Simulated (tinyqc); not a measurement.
What each parameter does: Kronig-Penney superlattice by transfer matrices.

Wells (width a, potential 0, mass mw) alternate with barriers (width b, height V0, mass mb); period d = a + b; c = hbar^2/2m0. The vector (psi, psi'/m) is continuous, and a layer of thickness t carries it by M = [[cos kt, (m/k) sin kt], [-(k/m) sin kt, cos kt]] with k = sqrt(m (E - V)/c); for E < V, k = i kappa gives [[cosh, (m/kappa) sinh], [(kappa/m) sinh, cosh]] of kappa t. A Bloch state obeys cos(q d) = tr(Mb Mw)/2.

Constants: hbar^2/2m0 = 3.80998211 eV angstrom^2.

Values chosen for the exercise (near those of a GaAs superlattice with barriers of AlGaAs; shifted at random, so the results belong to these values and not to a real crystal):

| symbol | value | unit | meaning |
|---|---|---|---|
| a | 83 | angstrom | well width |
| b | 35 | angstrom | barrier width |
| V0 | 0.283 | eV | barrier height |
| mw | 0.0678 | m0 | mass in the wells |
| mb | 0.096 | m0 | mass in the barriers |

Bottom and width of the first miniband, the gap above it, and m_z = -2 c f'/d^2 with f = tr M/2.

One parameter was then changed.

Results before and after:

| case | bottom (eV) | width (meV) | gap (meV) | m_z (m0) |
|---|---|---|---|---|
| base | 0.0381 | 5.3 | 104.1 | 0.2301 |
| changed | 0.0391 | 6.6 | 103.2 | 0.1888 |

Which of these changes was made? (a) b = 30 angstrom; (b) V0 = 0.241 eV; (c) a = 75 angstrom; (d) mb = 0.0816 m0; (e) mw = 0.0746 m0.

Answer: (d) mb = 0.0816 m0. Of the candidates, run in turn, only this one gives the changed row.

All candidates:

| case | bottom (eV) | width (meV) | gap (meV) | m_z (m0) |
|---|---|---|---|---|
| base | 0.0381 | 5.3 | 104.1 | 0.2301 |
| a = 75 angstrom | 0.0437 | 6.6 | 117.1 | 0.2137 |
| b = 30 angstrom | 0.0369 | 7.8 | 99.4 | 0.1771 |
| V0 = 0.241 eV | 0.0356 | 6.6 | 95.1 | 0.1890 |
| mw = 0.0746 m0 | 0.0366 | 4.8 | 99.2 | 0.2544 |
| mb = 0.0816 m0 | 0.0391 | 6.6 | 103.2 | 0.1888 |

Run: tinyqc, `OMP_NUM_THREADS=1 python tinyqc.py 1250240 1250241 out.jsonl`; Intel(R) Xeon(R) Processor @ 2.30GHz, one thread, shared host; about 0.04 s of CPU time with all checks.
